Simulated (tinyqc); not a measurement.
Anisotropic wet etching of Si(100): plane rates, V-grooves, membranes and undercut: one step, computed by the program tinyqc.

A long slot opens the mask on a (100) wafer. The floor etches at R100; (111) walls stand at theta = arctan(sqrt2) = 54.7356 degrees to the surface and recede at R111 along their normal.

Task: Designing a membrane from the back side. Etch depth d - membrane, time = depth/R100; for a membrane as wide as w the opening must be w + sqrt2 depth - 2 u time; oxide mask consumed R_ox x time; a 1 K error changes the depth by the fraction E/(k_B T^2); a convex mask corner, such as that of a mesa, would retreat by c x depth.

Inputs (values chosen for the exercise, close to those used for potassium hydroxide solutions): activation energy of (100), E = 0.59 eV; corner undercut rate over (100) rate, c = 1.8; bath temperature T = 65 C; width w (mask opening along <110>, or membrane width in the design step) = 19 um; wafer thickness d = 675 um; membrane thickness wanted = 4.3 um.

R100 = 0.8368734 um/min

lateral rate u = 0.04361604 um/min

R_ox = 0.003633111 um/min

Constants: k_B = 8.617333262e-05 eV/K.

Give: time to reach the membrane; opening needed; oxide consumed; depth error per kelvin; retreat of a convex corner.

Result:

time to reach the membrane = 801.44 min

opening needed = 897.60 um

oxide consumed = 2911.7 nm

depth error per kelvin = 40.160 um

retreat of a convex corner = 1207.26 um

The error per kelvin is 934 % of the membrane, so a timed etch cannot hold it and an etch stop is needed. The oxide loss calls for a nitride mask. A corner retreat larger than the depth shows why mesas need compensation structures. Caution: the remaining silicon is too narrow for its thickness to act as a membrane. Caution: rates also depend on concentration, doping, additives and stirring, all held fixed here.
